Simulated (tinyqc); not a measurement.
# Quantum-well laser, gain and threshold: effects of single changes

One electron and one heavy-hole subband per well, parabolic, with equal sheet densities n of electrons and holes; k-conserving transitions, TE polarisation, no line broadening, so the gain starts as a step at E0 and peaks there. All wells are pumped alike.

Values chosen for this exercise; well values close to those of InGaN:
```
symbol    value    unit                           meaning
T           293       K                       temperature
E0         3.09      eV          lowest transition energy
me        0.196      m0            in-plane electron mass
mh         1.05      m0                in-plane hole mass
Ep           18      eV                       Kane energy
nr         2.48                          refractive index
Lw            5      nm                        well width
Nw            1                           number of wells
Gw        0.011              optical confinement per well
ai            4    1/cm                     internal loss
Lc          500      um                     cavity length
R1         0.32                         front reflectance
R2         0.32                          back reflectance
A         1.1e8     1/s  defect recombination coefficient
B       0.00024  cm^2/s    radiative coefficient per well
C         1e-18  cm^4/s        Auger coefficient per well
eta        0.84                      injection efficiency
Wd            2      um                      stripe width
```

Constants: q = 1.602176634e-19 C, kB = 1.380649e-23 J/K, eps0 = 8.8541878128e-12 F/m, hbar = 1.054571817e-34 J s, m0 = 9.1093837015e-31 kg, c = 299792458 m/s. Results are converted to the units shown.

Each table varies one quantity; the others keep the values above.

## Effect of the cavity length

Nc = me kB T/(pi hbar^2), Nv = mh kB T/(pi hbar^2), mr = me mh/(me + mh) in m0, g0(E) = q^2 Ep mr/(4 nr eps0 c hbar E Lw) (squared momentum element m0 Ep/4, joint density of states mr/(pi hbar^2 Lw) for both spins). Peak gain g(n) = g0(E0)[1 - exp(-n/Nc) - exp(-n/Nv)]. Mirror loss am = ln(1/(R1 R2))/(2 Lc); threshold gain gth = (ai + am)/(Nw Gw). nth solves g(n) = gth and ntr solves g(n) = 0. Jth = q Nw (A n + B n^2 + C n^3)/eta at n = nth, Ith = Jth Wd Lc; differential efficiency of both facets eta am/(ai + am).

The same in every row: ntr (cm^-2) = 2.9835e12.

Effect of the cavity length:

| Lc (um) | gth (1/cm) | nth (cm^-2) | Jth (A/cm^2) | Ith (mA) | differential efficiency |
|---|---|---|---|---|---|
| 100 | 10722 | 1.0407e13 | 5391.5 | 10.783 | 0.81151 |
| 160 | 6837.7 | 6.2735e12 | 1980.4 | 6.3371 | 0.79533 |
| 250 | 4507.0 | 4.7975e12 | 1175.3 | 5.8767 | 0.77223 |
| 400 | 2953.3 | 4.0555e12 | 850.68 | 6.8055 | 0.73657 |
| 630 | 2007.8 | 3.6716e12 | 703.56 | 8.8649 | 0.68787 |
| 1000 | 1399.5 | 3.4466e12 | 623.90 | 12.478 | 0.62174 |
| 1600 | 1011.0 | 3.3109e12 | 578.19 | 18.502 | 0.53788 |
| 2500 | 777.98 | 3.2322e12 | 552.50 | 27.625 | 0.44737 |
| 4000 | 622.60 | 3.1809e12 | 536.05 | 42.884 | 0.34939 |

As Lc goes from 100 to 4000 um, gth falls from 10700 to 623 1/cm, Jth falls from 5390 to 536 A/cm^2 and Ith goes from 10.8 through a minimum of 5.88 (at Lc = 250 um among the rows listed) to 42.9 mA. Short cavities need more gain, long ones more area to pump, hence the minimum of Ith. At Lc = 100 um the threshold gain passes 0.6 g0, where higher subbands, left out here, would fill.

## Effect of the internal loss

Same model as above.

The same in every row: ntr (cm^-2) = 2.984e12.

Results:

| ai (1/cm) | gth (1/cm) | nth (cm^-2) | Jth (A/cm^2) | Ith (mA) | differential efficiency |
|---|---|---|---|---|---|
| 1 | 2163 | 3.731e12 | 725.6 | 7.256 | 0.8047 |
| 4 | 2435 | 3.840e12 | 766.2 | 7.662 | 0.7146 |
| 8 | 2799 | 3.990e12 | 824.5 | 8.245 | 0.6217 |
| 12 | 3163 | 4.147e12 | 887.8 | 8.878 | 0.5503 |
| 20 | 3890 | 4.484e12 | 1032 | 10.32 | 0.4474 |
| 30 | 4799 | 4.956e12 | 1251 | 12.51 | 0.3626 |
| 40 | 5708 | 5.493e12 | 1528 | 15.28 | 0.3049 |

Estimate the missing row, ai = 2 1/cm.

Computed row:

| ai (1/cm) | gth (1/cm) | nth (cm^-2) | Jth (A/cm^2) | Ith (mA) | differential efficiency |
|---|---|---|---|---|---|
| 2 | 2254 | 3.767e12 | 738.9 | 7.389 | 0.7722 |

With this row back in the table: As ai goes from 1 to 40 1/cm, gth rises from 2160 to 5710 1/cm, Jth rises from 726 to 1530 A/cm^2 and Ith rises from 7.26 to 15.3 mA.

Range of the model: The second hole subband, left out here, lies within about 2 Vt of the first in a well this wide. Polarisation fields, which separate electrons and holes in nitride wells and lower the gain, are left out.

Program tinyqc, `OMP_NUM_THREADS=1 python tinyqc.py 2840105 2840106 out.jsonl`; Intel Xeon 2.30GHz, shared host, one thread, about 0.02 s.
